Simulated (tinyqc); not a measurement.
Sharing a fixed EOT between the layers.

Without charge in the stack, a voltage of 1 V over an EOT of 1.5 nm gives F1 = (V/EOT)(3.9/e1) and F2 = F1 e1/e2; t2 = e2 (EOT/3.9 - t1/e1).

Parameters, values chosen for the exercise:
```
symbol  value  unit                           meaning
e1       7.23        relative permittivity of layer 1
e2       22.1        relative permittivity of layer 2
```

Sharing a fixed EOT between the layers:

| t1 (nm) | t2 (nm) | physical thickness (nm) | drop over layer 1 (V) | drop over layer 2 (V) |
|---|---|---|---|---|
| 0 | 8.500 | 8.500 | 0 | 1.000 |
| 0.34 | 7.461 | 7.801 | 0.1223 | 0.8777 |
| 0.68 | 6.421 | 7.101 | 0.2445 | 0.7555 |
| 1.01 | 5.413 | 6.423 | 0.3632 | 0.6368 |
| 1.35 | 4.373 | 5.723 | 0.4855 | 0.5145 |
| 1.69 | 3.334 | 5.024 | 0.6077 | 0.3923 |
| 2.03 | 2.295 | 4.325 | 0.7300 | 0.2700 |
| 2.36 | 1.286 | 3.646 | 0.8487 | 0.1513 |

What does the table show?

Each 0.1 nm of layer 1 costs 0.306 nm of layer 2, so the physical thickness falls from 8.50 to 3.65 nm. The fields do not change, 3.60 MV/cm in layer 1 and 1.18 MV/cm in layer 2, and layer 1 takes half of the voltage at t1 = 1.39 nm.

Program tinyqc, `OMP_NUM_THREADS=1 python tinyqc.py 2010097 2010098 out.jsonl`; Intel Xeon 2.30GHz, shared host, one thread, about 0.01 s.
